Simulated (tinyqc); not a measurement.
Stripping the layer step by step: sheet resistance and Hall data of a diffused or implanted layer. Computed by tinyqc, a small Python program. Command: `OMP_NUM_THREADS=1 python tinyqc.py 3002711 3002712 out.jsonl layer walk`. One thread of a shared host (Intel(R) Xeon(R) Processor @ 2.30GHz), about 0.01 s of CPU time with the checks.

Carriers are taken equal to the net active doping down to the junction (full ionisation, which deep dopants in wide-gap hosts do not reach; no spill-over, no depletion), and the Hall factor is 1.

Inputs (values chosen for the exercise, modelled on donors in germanium):

| quantity | value | unit |
|---|---|---|
| mu_min | 296 | cm^2/(V s) |
| mu_max | 3840 | cm^2/(V s) |
| N_ref | 1.2e+17 | 1/cm^3 |
| exponent alpha | 0.53 | - |
| peak concentration N_0 | 6.6e+17 | 1/cm^3 |
| length scale l | 140 | nm |
| background doping N_B (opposite type) | 6.2e+14 | 1/cm^3 |

Profile: Gaussian at the surface. Activation: complete.

Constants: e = 1.602176634e-19 C.

Method:
- N(x) = N_0 exp(-x^2/l^2), dose N_0 l sqrt(pi)/2, junction x_j = l sqrt(ln(N_0/N_B)).
- Mobility mu = mu_min + (mu_max - mu_min)/(1 + (N_t/N_ref)^alpha), N_t = active doping + N_B; carriers n = active doping - N_B, all dopants active.
- Integrals from x_0 (0 unless stated) to x_j by the midpoint rule on 400 even intervals: 1/R_s = e int n mu dx; sheet density n_s = int n dx; Hall sheet density (int n mu dx)^2/int n mu^2 dx; Hall mobility int n mu^2 dx/int n mu dx.
- After removing a depth d the integrals start at d. Differences between neighbouring rows give the local conductivity -d(1/R_s)/dx at the middle of the slice (the last slice uses one more step, not listed).

junction depth x_j = 369.618 nm

Differential sheet resistance:

| removed d (nm) | R_s (ohm) | slice conductivity (S/cm) | sigma at mid-slice (S/cm) |
|---|---|---|---|
| 0 | 501 | 136.92 | 137.47 |
| 37 | 672 | 124.07 | 124.48 |
| 74 | 971 | 101.73 | 101.90 |
| 111 | 1530 | 75.16 | 75.11 |
| 148 | 2663 | 49.63 | 49.42 |
| 185 | 5210 | 28.88 | 28.61 |
| 222 | 11754 | 14.51 | 14.25 |
| 259 | 31855 | 6.10 | 5.92 |

R_s doubles after removing between 74.0 and 111 nm of a layer 370 nm deep, so half the current flows above that depth. Where sigma exceeds a tenth of its largest listed value, the slice values agree with it within 2 %.

Extremes, crossings and ranges named in words are read from the listed rows.
